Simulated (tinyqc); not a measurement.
Lossy on-chip transmission line with skin effect: two steps of the calculation.

A uniform line in a homogeneous dielectric: c = sqrt(er)/(c0 Z0), l = Z0 sqrt(er)/c0 (c0 = 299792458 m/s), g = w c td, w = 2 pi f. The resistance joins its limits as r = sqrt(r_dc^2 + r_hf^2), with r_dc = rho/(wd th), r_hf = kr rho/(2 delta (wd + th)), delta = sqrt(rho/(pi f mu0)), mu0 = 4 pi 1e-7 H/m; this is an interpolation, and internal inductance, up to 0.05 nH/mm at low frequency, is neglected.

Values chosen for this exercise: width of the strip wd = 3.8 um; thickness of the strip th = 1.1 um; resistivity rho = 2.2 uohm cm; relative permittivity er = 4.2; loss tangent td = 0.002; lossless impedance sqrt(l/c) Z0 = 60 ohm; factor for crowding and the return path kr = 2; length len = 2.4 mm; frequency f = 0.23 GHz.

Problem 1. Line constants. delta, r_dc, r_hf, r, l, c and g as defined.

Wanted: delta; r_dc; r_hf; r; l; c; g.

Solution 1.

delta = 4.9223 um
r_dc = 5.2632 ohm/mm
r_hf = 0.91213 ohm/mm
r = 5.3416 ohm/mm
l = 0.41016 nH/mm
c = 113.93 pF/m
g = 3.2930e-4 S/m

r is 1.01 times r_dc; the skin depth is 4.47 of the thickness.

Problem 2. Propagation constant and impedance. gamma = sqrt((r + i w l)(g + i w c)) = alpha + i beta, Zc = sqrt((r + i w l)/(g + i w c)), roots with positive real part; loss 8.685889638 alpha in dB; phase velocity w/beta.

r = 5.3416122 ohm/mm
l = 0.41016178 nH/mm
c = 113.93383 pF/m
g = 3.2929898e-4 S/m

Give: gamma len; Zc; loss; phase velocity over c0; r/(w l).

Solution 2.

gamma len = 0.047671+0.053146i
Zc = 134.73-120.37i ohm
loss = 0.17253 dB/mm
phase velocity over c0 = 0.21768
r/(w l) = 9.0118

r exceeds w l, so the line behaves mainly as an RC line at this frequency.

Computed by the program tinyqc: `OMP_NUM_THREADS=1 python tinyqc.py 2810158 2810159 out.jsonl`, one thread of a shared Intel Xeon 2.30GHz, about 0.01 s for the whole run.
